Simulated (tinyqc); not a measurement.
Carrier lifetime from Shockley-Read-Hall, radiative, Auger and surface recombination: one step, computed by the program tinyqc. Command: `OMP_NUM_THREADS=1 python tinyqc.py 3019866 3019867 out.jsonl lifetime walk`. One thread of a shared host (Intel(R) Xeon(R) Processor @ 2.30GHz), about 0.02 s of CPU time with the checks.

Energies are counted from the top of the valence band. Boltzmann statistics, full ionisation, and equal excess densities of electrons and holes.

Problem. Capture times and SRH densities. v = sqrt(3 k_B T/m) with m_e or m_h; tau_n0 = 1/(sigma_n v_n N_t), tau_p0 = 1/(sigma_p v_p N_t); n1 = N_c exp(-(E_g - E_t)/k_B T), p1 = N_v exp(-E_t/k_B T).

Inputs (values chosen for the exercise, with bands modelled on ZnSe):
```
quantity                          value   unit
gap E_g                            2.76     eV
electron mass m_e                 0.146    m_0
hole mass m_h                     0.755    m_0
temperature T                       250      K
doping N                        4.6e+17  cm^-3
trap level E_t                     2.53     eV
trap density N_t                7.2e+14  cm^-3
electron cross-section sigma_n  1.2e-16   cm^2
hole cross-section sigma_p      1.4e-14   cm^2
```

Doping: n-type. Surface term: none.

N_c = 1.064951e+18 cm^-3

N_v = 1.252335e+19 cm^-3

Constants: k_B = 1.380649e-23 J/K; m_0 = 9.1093837015e-31 kg; k_B = 8.617333262e-05 eV/K.

Give: v_n; v_p; tau_n0; tau_p0; n1; p1.

Solution.

v_n = 2.7903e+07 cm/s

v_p = 1.2270e+07 cm/s

tau_n0 = 4.1480e-07 s

tau_p0 = 8.0851e-09 s

n1 = 2.4589e+13 cm^-3

p1 = 1.2450e-32 cm^-3

Caution: the doping is near the effective density of states, where Boltzmann statistics fail and the gap narrows.
